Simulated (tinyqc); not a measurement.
Permeation of metal atoms or ions through a thin barrier or dielectric: time lag, field-aided drift and lifetime. Which input was changed? Computed by tinyqc, a small Python program. Command: `OMP_NUM_THREADS=1 python tinyqc.py 3024185 3024186 out.jsonl barrier which`. One thread of a shared host (Intel(R) Xeon(R) Processor @ 2.30GHz), about 0.1 s of CPU time with the checks.

The film 0 < x < d is empty at first; C = C0 at x = 0 and C = 0 at x = d. dC/dt = D d2C/dx2 - v dC/dx with drift v = D z e V/(k_B T d) (uniform field, no space charge).

Inputs (values chosen for the exercise, for a model case: singly charged ions through a dielectric): thickness d = 18 nm; prefactor D0 = 0.00017 cm^2/s; activation energy E = 1.26 eV; concentration at the source side C0 = 2.3e+14 1/cm^3; charge number z = 1; voltage V (positive drives ions across) = 0.13 V; critical dose Q_c = 2e+09 1/cm^2; test temperature T = 250 C; use temperature T_u = 85 C.

Constants: k_B = 8.617333262e-05 eV/K.

Method:
- D = D0 exp(-E/(k_B T)); time scale d^2/D; Peclet number P = z V/(k_B T), k_B T in eV; 1 nm = 1e-7 cm.
- Temperatures in kelvin are T(C) + 273.15.
- Steady flux J = (D C0/d) P/(1 - exp(-P)); time lag in units of d^2/D: s_L = [P (1 + exp(-P))/(1 - exp(-P)) - 2]/P^2 (P = 0: J = D C0/d, s_L = 1/6).
- Dose through the film Q(s) = C0 d {f (s - s_L) - 2 exp(P/2) sum_(n=1..200) (-1)^n n^2 pi^2 exp(-l_n s)/l_n^2}, l_n = n^2 pi^2 + P^2/4, f = P/(1 - exp(-P)) the relative flux.
- Solve Q = Q_c for s. At the use temperature D and P take T_u, with the same C0 and V; 1 year = 3.15576e7 s.

Task: One of these inputs alone was changed, within the range given: thickness d (9 to 36); activation energy E (0.63 to 2); voltage V (positive drives ions across) (0.065 to 0.26); critical dose Q_c (1e+09 to 4e+09). Which one, and to what value?

Results:
```
run     failure time at T_u (years)  failure time at T (s)  time lag (s)
before                     409.5396               45301.66      3861.028
after                      328.6562               37129.29      3618.291
```

Result:

Each candidate set to reproduce failure time at T_u, and what it then gives:
```
candidate                                    range searched  value needed  failure time at T (s)  time lag (s)
thickness d (nm)                                    9 to 36         14.72                  36484        2583.8
activation energy E (eV)                          0.63 to 2         1.253                  38967        3321.1
voltage V (positive drives ions across) (V)   0.065 to 0.26        0.1660                  37129        3618.3
critical dose Q_c (1/cm^2)                   1e+09 to 4e+09       1.559e9                  36162        3861.0
```

Only voltage V (positive drives ions across) fits every result: it went from 0.13 to 0.166 V. The next best candidate, critical dose Q_c, misses one result by 6.7 %.

Caution: grain boundaries, pinholes, trapping and space charge are left out; thin real barriers usually fail at defects.
